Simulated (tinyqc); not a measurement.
Threshold-voltage variability of a planar MOSFET, analytic estimates: one step of the calculation.

Three independent sources add in quadrature: random dopants in the depleted layer, metal-gate grains of two orientations, and roughness of the two gate edges acting through the roll-off VT = VT(long) - Vr exp(-L/l). These are first-order estimates: no three-dimensional electrostatics, no percolation.

Problem. Total spread, mismatch and leakage. s = sqrt(s1^2 + s2^2 + s3^2). For a pair: s(dVT) = sqrt(2) s; current mismatch sqrt(2) sqrt((gI s)^2 + sb^2); input offset = current mismatch/gI. For a Gaussian VT the off current is log-normal with mean/median = exp(s^2/(2 (n Vt)^2)).

Values chosen for this exercise; material values close to those of silicon: temperature T = 300 K; subthreshold factor n = 1.46; gm/I of a matched pair gI = 25 1/V; spread of the gain factor of one device sb = 2.5 %.

Constants: q = 1.602176634e-19 C, kB = 1.380649e-23 J/K, Vt = kB T/q. Results are converted to the units shown.

s1 = 21.896259 mV
s2 = 24.522717 mV
s3 = 2.2867518 mV

Find: s; s(dVT); current mismatch; input offset; mean/median of Ioff.

Solution.

s = 32.96 mV
s(dVT) = 46.61 mV
current mismatch = 116.6 %
input offset = 46.63 mV
mean/median of Ioff = 1.464

Computed by the program tinyqc: `OMP_NUM_THREADS=1 python tinyqc.py 2090112 2090113 out.jsonl`, one thread of a shared Intel Xeon 2.30GHz, about 0.01 s for the whole run.
